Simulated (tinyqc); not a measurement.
Inter-valley coupling by envelope functions against a chain of atomic planes: sweeps and comparisons. A value that a table varies takes the place of the one given here.

Chain: E(phi) = e0 + 2 v cos(phi) + 2 u cos(2 phi), cos(phi0) = -v/(4u), e0 = 2u + v^2/(4u); plane j = 0, 1, ... has the potential V_j = dE x_j + F (j - 30) a/4 (1 MV/m = 1e-4 V/angstrom). There are 30 barrier planes a side; with y = j - 29.5, x_j = xb (f(y) + f(Nw - y)), f(y) = 1/(1 + exp(y/L)), plus any Ge added in the well. The valley splitting is the spacing of the two lowest levels. Envelope theory: F_j solves a one-valley chain with hopping -b and diagonal 2b + V_j, b = 4u sin^2(phi0), sum F_j^2 = 1; the valleys couple by Dv = sum_j F_j^2 V_j exp(-2 i phi0 j) and split by 2|Dv|.

Parameters, chosen for this exercise (near those of the Delta valleys of silicon in a SiGe well; shifted at random, so the results belong to these values and not to a real crystal):

| symbol | value | unit | meaning |
|---|---|---|---|
| a | 5.431 | angstrom | lattice constant; planes lie a/4 apart |
| u | 0.595 | eV | second-neighbour hopping |
| v | 0.695 | eV | nearest hopping |
| Nw | 50 |  | planes in the well |
| L | 1 | planes | interface width |
| xb | 0.2 |  | Ge fraction of the barriers |
| dE | 0.59 | eV | offset per unit Ge fraction |
| F | 8 | MV/m | field |
| xs | 0.08 |  | Ge fraction added on that plane |
| xw | 0.01 |  | mean Ge fraction of the wiggle |
| x0 | 9730 |  | start of the number sequence |
| na | 8000 |  | atoms a plane under the dot |
| js | 63 |  | plane j of a Ge spike (the well starts at j = 30) |

## Position of the spike

The spike is moved through the well; position counted from the first well plane, j - 30.

Against position:

| j - 30 | F_j^2, smooth | mean of the doublet (meV) | splitting, chain (micro-eV) | envelope | first order |
|---|---|---|---|---|---|
| 2 | 0.01753 | 27.86 | 1395 | 1372 | 1655 |
| 6 | 0.03437 | 28.52 | 2724 | 2689 | 3245 |
| 10 | 0.04468 | 29.01 | 3690 | 3657 | 4218 |
| 15 | 0.04381 | 29.03 | 3728 | 3704 | 4135 |
| 20 | 0.03280 | 28.51 | 2703 | 2687 | 3096 |
| 25 | 0.01995 | 27.94 | 1562 | 1549 | 1883 |
| 32 | 0.00743 | 27.44 | 564 | 557 | 701 |
| 40 | 0.00160 | 27.22 | 118 | 117 | 151 |
| 48 | 0.00015 | 27.17 | 12 | 12 | 14 |

The splitting is largest at plane 15 among these rows (3728 micro-eV), and the smooth envelope peaks at plane 12, counting all planes; without a spike it is 4.9. Where the splitting exceeds 20 micro-eV the envelope theory lies within 1.6 % of the chain and first order within 28 %.

## A periodic Ge profile (wiggle well)

periods (planes): pi/phi0 1.68258, pi/(pi - phi0) 2.46504

Added fraction xw (1 - cos(2 pi (j - 30)/p)) on the well planes; p = f times the resonant period pi/(pi - phi0). At resonance the estimate is dE xw.

Against period:

| f | p (planes) | mean of the doublet (meV) | splitting, chain (micro-eV) | envelope |
|---|---|---|---|---|
| 0.90 | 2.2185 | 32.83 | 603 | 642 |
| 0.95 | 2.3418 | 32.75 | 3022 | 3122 |
| 0.98 | 2.4157 | 32.84 | 5169 | 5211 |
| 0.99 | 2.4404 | 32.88 | 5578 | 5577 |
| 1.00 | 2.4650 | 32.90 | 5725 | 5688 |
| 1.01 | 2.4897 | 32.88 | 5602 | 5542 |
| 1.02 | 2.5143 | 32.85 | 5245 | 5175 |
| 1.05 | 2.5883 | 32.75 | 3454 | 3366 |
| 1.10 | 2.7115 | 32.80 | 1132 | 1059 |
| 1.50 | 3.6976 | 32.89 | 43 | 41 |
| 3.00 | 7.3951 | 32.91 | 10 | 10 |

The splitting peaks at f = 1 with 5.73 meV, against the estimate dE xw = 5.90 meV, and is 0.90 and 0.92 of the value at f = 1 two per cent off to either side: the width of the resonance is set by the number of periods under the envelope. At f = 3 it is 10 micro-eV. The chain has one orbital a plane and knows only this resonance; longer periods that work through other bands are outside it.

## Random alloy fluctuations

A uniform fraction x is added on all planes. Each plane j then fluctuates by q sqrt(x_j (1 - x_j)/na) in Ge fraction, q = sqrt12 (z/2147483647 - 1/2) with z(new) = 16807 z mod 2147483647 from x0, restarted for each row; 24 samples. Theory: Dv is a complex Gaussian with sigma^2 = dE^2 sum F_j^4 x_j (1 - x_j)/na, and the mean splitting is sqrt(pi) sigma if the smooth part is negligible.

Splitting (micro-eV):

| x | sigma | sqrt(pi) sigma | mean of 24 | least | largest |
|---|---|---|---|---|---|
| 0.00 | 38.8 | 68.8 | 61.1 | 22.1 | 147.7 |
| 0.01 | 124.8 | 221.2 | 244.3 | 36.0 | 458.5 |
| 0.02 | 171.3 | 303.6 | 334.0 | 38.5 | 638.1 |
| 0.05 | 262.6 | 465.5 | 510.4 | 75.1 | 985.6 |
| 0.10 | 359.6 | 637.3 | 697.7 | 127.4 | 1352.1 |

Without added Ge the disorder sits in the barriers, where the state is small: mean 61.1 micro-eV, against 4.9 for the smooth well. With 5 % Ge in the well the mean is 510, theory 465, with a statistical error of about 11 % for 24 samples; the miss is +10 %, and since every row reuses one sequence the rows with added Ge miss alike. The spread grows with the mean: at 5 % the samples run from 75 to 986, so small splittings remain possible. sigma falls as 1/sqrt(na) for larger dots. A chain with one orbital a plane has no Bloch-function factor, which scales all these couplings down in fuller models.

## What each parameter does

Chain with the spike on plane js. Each row changes one parameter from the base and keeps the others.

Results:

| case | level (meV) | splitting (micro-eV) |
|---|---|---|
| base | 27.398 | 471.9 |
| Nw = 56 | 27.366 | 484.8 |
| L = 1.5 planes | 28.067 | 514.3 |
| xb = 0.25 | 28.083 | 518.9 |
| dE = 0.649 eV | 27.720 | 531.6 |
| F = 10 MV/m | 31.111 | 311.4 |
| js = 66 | 27.299 | 280.0 |
| xs = 0.104 | 27.452 | 580.6 |

The largest shifts from the base row, up to three for each result and ties (the steps differ in size, so this ranks the rows, not the parameters). level (meV): F +3.713, xb +0.685, L +0.669. splitting (micro-eV): js -191.9, F -160.5, xs +108.7.

tinyqc: `OMP_NUM_THREADS=1 python tinyqc.py 1481119 1481120 out.jsonl`; about 0.05 s, one thread, shared Intel(R) Xeon(R) Processor @ 2.30GHz.
